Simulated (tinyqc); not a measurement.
Which input was changed? Model: estimate of lattice thermal conductivity from elastic moduli (Slack, Klemens and Cahill formulas). Computed by tinyqc, a small Python program. Command: `OMP_NUM_THREADS=1 python tinyqc.py 3030028 3030029 out.jsonl slack which`. One thread of a shared host (Intel(R) Xeon(R) Processor @ 2.30GHz), about 0.05 s of CPU time with the checks.

An isotropic solid.

Inputs (values chosen for the exercise, for a model crystal):
```
quantity                     value        unit
bulk modulus B                57.8         GPa
shear modulus G               17.1         GPa
volume per atom V               25  angstrom^3
mean atomic mass M            78.7           u
atoms per primitive cell n       4           -
temperature T                  300           K
disorder parameter Gamma    0.0031           -
grain size d                 16000          nm
```

Grueneisen parameter: from the Poisson ratio.

Constants: u = 1.6605390666e-27 kg; hbar = 1.054571817e-34 J s; k_B = 1.380649e-23 J/K; h = 6.62607015e-34 J s.

Method:
- rho = M/V; vL = sqrt((B + 4G/3)/rho), vT = sqrt(G/rho); v_m = [(vL^-3 + 2 vT^-3)/3]^(-1/3); Poisson ratio sigma = (3B - 2G)/(6B + 2G); Theta = hbar v_m (6 pi^2/V)^(1/3)/k_B.
- Empirical rule gamma = (3/2) (1 + sigma)/(2 - 3 sigma).
- Slack, an estimate for T near or above Theta_a: kappa = A M Theta_a^3 delta n^(1/3)/(gamma^2 T) in W/(m K), with M in u, delta = V^(1/3) in angstrom, Theta_a = Theta n^(-1/3) and A = 2.43e-6/(1 - 0.514/gamma + 0.228/gamma^2).
- High-temperature forms with the classical heat capacity. Klemens: kappa/kappa_0 = arctan(u)/u, u^2 = pi^2 Theta V Gamma kappa_0/(h v_m^2). Grains: 1/kappa_poly = 1/kappa + 1/(C v_m d/3), C = 3 k_B/(n V), the acoustic branches alone.
- Cahill minimum: kappa_min = (pi/6)^(1/3) k_B V^(-2/3) sum over L, T, T of v (T/Theta_i)^2 int_0^(Theta_i/T) x^3 e^x/(e^x - 1)^2 dx, Theta_i = Theta v_i/v_m (64 Gauss-Legendre points).
- Its high-temperature limit is (1/2) (pi/6)^(1/3) k_B V^(-2/3) (vL + 2 vT).

Task: One of these inputs alone was changed, within the range given: bulk modulus B (28.9 to 115.6); shear modulus G (8.55 to 34.2); mean atomic mass M (39.35 to 157.4); disorder parameter Gamma (0.00155 to 0.0062). Which one, and to what value?

Results:
```
run     kappa with point defects (W/(m K))  kappa_min (W/(m K))  Grueneisen parameter gamma
before                            1.529080            0.4694413                    2.265679
after                             1.763017            0.5336220                    2.265679
```

Result:

Each candidate set to reproduce kappa with point defects, and what it then gives:
```
candidate                    range searched  value needed  kappa_min (W/(m K))  Grueneisen parameter gamma
bulk modulus B (GPa)          28.9 to 115.6         50.34              0.45967                      2.1105
shear modulus G (GPa)          8.55 to 34.2         18.11              0.47766                      2.2011
mean atomic mass M (u)       39.35 to 157.4         59.20              0.53362                      2.2657
disorder parameter Gamma  0.00155 to 0.0062  out of reach                    -                           -
```

Only mean atomic mass M fits every result: it went from 78.7 to 59.2 u. The next best candidate, shear modulus G, misses one result by 10 %.
